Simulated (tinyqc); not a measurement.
Bulk resistivity and mean free path from two films.

Question. In the thick-film limit single-crystal films obey rho = rho0 (1 + 3 (1 - ps) lam/(8 d)). Find rho0, lam and the product rho0 lam.

Parameters, values chosen for the exercise:
```
symbol  value  unit                               meaning
ps        0.3        specular share of surface scattering
```

rho at d = 96 and 320 nm (uohm cm): 1.8683437  1.7365031

Answer. rho is a straight line in 1/d: the intercept is rho0 and the slope (3/8)(1 - ps) rho0 lam. Without ps only the product (1 - ps) lam could be found.

rho0 = 1.68 uohm cm
lam = 41.0 nm
rho0 lam = 68.9 uohm cm nm

Program tinyqc, `OMP_NUM_THREADS=1 python tinyqc.py 2100027 2100028 out.jsonl`; Intel Xeon 2.30GHz, shared host, one thread, about 0.01 s.
